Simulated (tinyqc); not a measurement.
# Minimum-mode following (dimer method) and harmonic rate on a two-dimensional model surface, step by step

A worked calculation. Computed by tinyqc, a small Python program that keeps every step. Command: `OMP_NUM_THREADS=1 python tinyqc.py 3006125 3006126 out.jsonl dimer walk`. One thread of a shared host (Intel(R) Xeon(R) Processor @ 2.30GHz), about 0.01 s of CPU time with the checks. Intermediate numbers are printed to about 5 digits and carried at full precision; extremes and crossings named in words are read from the listed rows.

V(x, y) = -A (cos kx + cos ky) - B cos kx cos ky + (C sin ky + S sin kx)(1 - cos kx), k = 2 pi/a; the atom hops from the minimum at (0, 0) to that at (a, 0).

Inputs (values chosen for the exercise, for a model surface):
```
quantity                                               value           unit
amplitude A                                             0.14             eV
amplitude B                                             0.03             eV
skew C                                                  0.03             eV
asymmetry S                                            0.032             eV
period a                                                 3.7       angstrom
start as a fraction of the way from minimum to saddle   0.78              -
offset of the start in y                                0.15       angstrom
first angle of the dimer                                  15        degrees
half length delta                                      0.005       angstrom
step factor eta                                          0.5  angstrom^2/eV
mass M                                                  22.5              u
temperature T                                            500              K
```

Surface: adatom on a square lattice.

Constants: nu for 1 eV/(angstrom^2 u) = 15.6333042 THz; k_B = 8.617333262e-05 eV/K.

## Stationary points

Newton steps x(new) = x - H^-1 grad V (moves limited to 0.3 angstrom) from (0, 0), (a, 0) and (a/2, 0) give the two minima and the saddle.

positions (angstrom):
```
             x        y
start   0.0000   0.0000
end     3.7000   0.0000
saddle  1.6375  -0.2818
```

energies (eV): start -0.31000, end -0.31000, saddle 0.02675

barrier from the start = 0.33675 eV

## Starting point

R0 = start minimum + fraction x (saddle - minimum) + (0, offset); in practice such a guess comes from a displaced minimum.

R at the start (angstrom): 1.2772  -0.0698

phi at the start = 15 degrees

## Dimer step 1

Dimer at R with unit axis N = (cos phi, sin phi) and normal T = (-sin phi, cos phi). Gradients g at R +/- delta N and at R +/- delta T give H N and H T by central differences, (g+ - g-)/(2 delta). With C_N = N.H N, C_T = T.H T and b = T.H N, rotate by theta = (1/2) atan2(-2b, C_T - C_N), the angle of least curvature C = (C_N + C_T)/2 - sqrt((C_N - C_T)^2/4 + b^2). Translate along F = -g + 2 (g.N) N if C < 0, else along F = (g.N) N, with the new axis: R(new) = R + eta F, the move limited to 0.2 angstrom.

C_N, C_T, b (eV/angstrom^2): -0.41887  0.26940  0.29042

rotation theta = -20.081 degrees

phi after step 1 = -5.0808 degrees

least curvature C = -0.52504 eV/angstrom^2

gradient g (eV/angstrom): 0.22257  0.05435

effective force F (eV/angstrom): 0.20949  -0.09276

R after step 1 (angstrom): 1.3820  -0.1162

The curvature is negative, so the force along the axis is inverted.

## Dimer step 2

The formulas are those given above.

C_N, C_T, b (eV/angstrom^2): -0.58610  0.37070  -0.01194

rotation theta = 0.71493 degrees

phi after step 2 = -4.3659 degrees

least curvature C = -0.58625 eV/angstrom^2

gradient g (eV/angstrom): 0.16116  0.04534

effective force F (eV/angstrom): 0.15241  -0.06928

R after step 2 (angstrom): 1.4582  -0.1508

The curvature is negative, so the force along the axis is inverted.

## All steps

R0 = start minimum + fraction x (saddle - minimum) + (0, offset). Stop when |g| is below 1e-5 eV/angstrom, after 150 steps at most.

Course of the dimer:
```
step  x (angstrom)  y (angstrom)  E above the start (eV)  C (eV/angstrom^2)  |g| (eV/angstrom)
1           1.2772      -0.06981                 0.30238           -0.52504         2.2911e-01
2           1.3820      -0.11619                 0.32022           -0.58625         1.6741e-01
3           1.4582      -0.15083                 0.32925           -0.60680         1.1974e-01
4           1.5119      -0.17724                 0.33352           -0.60882         8.5522e-02
5           1.5494      -0.19777                 0.33545           -0.60407         6.1560e-02
6           1.5756      -0.21395                 0.33630           -0.59768         4.4810e-02
7           1.5939      -0.22685                 0.33665           -0.59163         3.3017e-02
8           1.6068      -0.23721                 0.33679           -0.58652         2.4626e-02
9           1.6158      -0.24555                 0.33683           -0.58242         1.8587e-02
...            ...           ...                     ...                ...                ...
37          1.6375      -0.28168                 0.33675           -0.56865         4.5264e-05
38          1.6375      -0.28171                 0.33675           -0.56864         3.6990e-05
39          1.6375      -0.28172                 0.33675           -0.56864         3.0230e-05
40          1.6375      -0.28174                 0.33675           -0.56864         2.4705e-05
41          1.6375      -0.28175                 0.33675           -0.56863         2.0190e-05
42          1.6375      -0.28176                 0.33675           -0.56863         1.6500e-05
43          1.6375      -0.28177                 0.33675           -0.56863         1.3485e-05
44          1.6375      -0.28178                 0.33675           -0.56863         1.1021e-05
45          1.6375      -0.28178                 0.33675           -0.56863         9.0069e-06
```

final position (angstrom): 1.6375  -0.2818

steps = 45

final |g| = 9.0069e-06 eV/angstrom

Converged in 45 steps on the saddle found by Newton steps.

## Curvatures and frequencies

Diagonalise the Hessian at the start minimum and at the saddle; nu = 15.6333042 THz x sqrt(|lambda|/M).

Hessian at the minimum (eV/angstrom^2):
```
         1        2
1  0.49024  0.00000
2  0.00000  0.49024
```

Hessian at the saddle (eV/angstrom^2):
```
          1        2
1  -0.56682  0.04118
2   0.04118  0.36363
```

eigenvalues at the minimum (eV/angstrom^2): 0.49024  0.49024

eigenvalues at the saddle (eV/angstrom^2): -0.56864  0.36545

frequencies at the minimum (THz): 2.3076  2.3076

frequencies at the saddle (the first is imaginary) (THz): 2.4853  1.9924

## Harmonic rate

Vineyard prefactor nu* = nu1 nu2 (minimum)/nu2 (saddle); k = nu* exp(-E_b/(k_B T)).

prefactor nu* = 2.6727 THz

rate k = 1.0780e+09 1/s

The stable mode of the saddle is softer than either mode of the minimum, which raises the prefactor above both frequencies.

Checks made by the program: energy at the dimer end point against that of the Newton saddle (relative difference 3e-10).
